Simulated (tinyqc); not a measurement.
Deep level with several charge states, and Shockley-Read-Hall recombination, step by step. Values are carried at full precision from step to step, so a last printed digit may differ when a step is redone from the rounded ones.

Energies from Ev. The defect has charge states +1, 0, -1 with weights 1, gm exp((EF - E1)/kT), exp((2 EF - E1 - E2)/kT); the shares are the weights over their sum. Boltzmann carriers: n = Nc exp((EF - Eg)/kT), p = Nv exp(-EF/kT). Neutrality: p - n + Nd + Nt <q> = 0.

Constants: kB = 8.617333262e-05 eV/K.

Parameters, chosen for this exercise (gap and densities of states near those of GaAs at this temperature; shifted at random, so the results belong to these values and not to a real crystal):
```
symbol  value     unit    meaning
Eg      1.426     eV      gap
Nc      4.29e+17  1/cm^3  conduction-band density of states
Nv      9.32e+18  1/cm^3  valence-band density of states
T       300       K
E1      0.468     eV      level (+1/0) above Ev
E2      1.21      eV      level (0/-1) above Ev
gm      2                 degeneracy of the middle state, the others 1
Nt      1.9e+14   1/cm^3  defects
Nd      4.8e+13   1/cm^3  ionised shallow donors minus acceptors
E_try   0.698     eV      trial Fermi level
Et      1.21      eV      recombination level above Ev
sn      1.9e-14   cm^2    electron capture cross-section
sp_     1e-15     cm^2    hole capture cross-section
vth     17000000  cm/s    thermal velocity, both carriers
Nm      3.1e+16   1/cm^3  equilibrium electrons for the lifetime steps
dn      2.1e+15   1/cm^3  excess pairs
```

## Charge states at a trial Fermi level

Form the exponents, the shares, the mean charge and the residual of neutrality at EF = E_try.

exponents of the second and third weights: 8.897  -10.908

shares: +1 0.0001, 0 0.9999, -1 0.0000

<q> = 0.0001

n, p (1/cm^3): 2.53e+05  1.75e+07

residual = 4.80e+13 1/cm^3

The residual is positive, so EF must rise.

## The neutral state

Solve for EF.

EF = 1.1751 eV

shares at EF: +1 0.000, 0 0.885, -1 0.115

n = 2.62e+13 1/cm^3
p = 0.169 1/cm^3

Without the defects the majority density would be 4.80e+13 1/cm^3; with them the density of these carriers is 2.62e+13, so they compensate part of the doping. Most defects are in the state 0.

## Recombination through one level

One level at Et with degeneracy 1: tn = 1/(sn vth Nt), tp = 1/(sp_ vth Nt), n1 = Nc exp((Et - Eg)/kT), p1 = Nv exp(-Et/kT), ni^2 = n1 p1. Equilibrium n0 = Nm, p0 = ni^2/Nm; n = n0 + dn, p = p0 + dn. U = (n p - ni^2)/(tp (n + n1) + tn (p + p1)), lifetime dn/U; emission rates en = sn vth n1, ep = sp_ vth p1.

Evaluate each quantity.

tn, tp (microsecond): 0.01629  0.3096

n1, p1 (1/cm^3): 1.01e+14  0.0439

U = 6.74e+21 1/(cm^3 s)
lifetime = 0.312 microsecond

The lifetime is 1.006 times the minority capture time tp and 0.956 times tn + tp, the limit of high injection.

## Emission and generation in a depleted region

With n = p = 0 the level generates pairs at G = Nt en ep/(en + ep); generation lifetime tg = ni/G; current density e G W for a width W = 1 micrometre, e = 1.602176634e-19 C.

en, ep (1/s): 3.26e+07  7.46e-10

G = 1.42e+05 1/(cm^3 s)
tg = 1.48e+07 microsecond
current density = 2.27e-18 A/cm^2

The slower step, hole emission, limits the rate: en/ep = 4.37e+16.

## Checks

- U against hole capture minus emission at the steady occupation of the level (1/(cm^3 s)): both 6.740e+21.

Computed by tinyqc, a small Python program: `OMP_NUM_THREADS=1 python tinyqc.py 1681049 1681050 out.jsonl` (the numbers bound the seed that draws the inputs); one thread of a shared host (Intel(R) Xeon(R) Processor @ 2.30GHz), about 0.01 s for the whole set of steps.
